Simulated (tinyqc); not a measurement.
Inside a calculation. Method: extended Hueckel theory, for BeH2+. The parameters take no account of the charge, which enters only through the electron count. One step of it, computed by the program tinyqc.

Problem. Wolfsberg-Helmholz matrix. H_ij = K' S_ij (H_ii + H_jj)/2 for i != j (the diagonal keeps H_ii), with K' = 1.75.

overlap S, order 1Be 2s, 1Be 2px, 1Be 2py, 1Be 2pz, 2H 1s, 3H 1s:
```
[[1.000000, 0.000000, 0.000000, 0.000000, 0.458218, 0.473309],
 [0.000000, 1.000000, 0.000000, 0.000000, 0.000000, 0.000000],
 [0.000000, 0.000000, 1.000000, 0.000000, 0.544097, -0.552877],
 [0.000000, 0.000000, 0.000000, 1.000000, 0.045376, 0.046037],
 [0.458218, 0.000000, 0.544097, 0.045376, 1.000000, 0.035851],
 [0.473309, 0.000000, -0.552877, 0.046037, 0.035851, 1.000000]]
```

diagonal H_ii (eV): [-10.000000, -6.000000, -6.000000, -6.000000, -13.600000, -13.600000]

K = 1.750000

Give: H.

Solution.

H (eV), order 1Be 2s, 1Be 2px, 1Be 2py, 1Be 2pz, 2H 1s, 3H 1s:
```
[[-10.000, 0.000, 0.000, 0.000, -9.462, -9.774],
 [0.000, -6.000, 0.000, 0.000, 0.000, 0.000],
 [0.000, 0.000, -6.000, 0.000, -9.331, 9.482],
 [0.000, 0.000, 0.000, -6.000, -0.778, -0.790],
 [-9.462, 0.000, -9.331, -0.778, -13.600, -0.853],
 [-9.774, 0.000, 9.482, -0.790, -0.853, -13.600]]
```
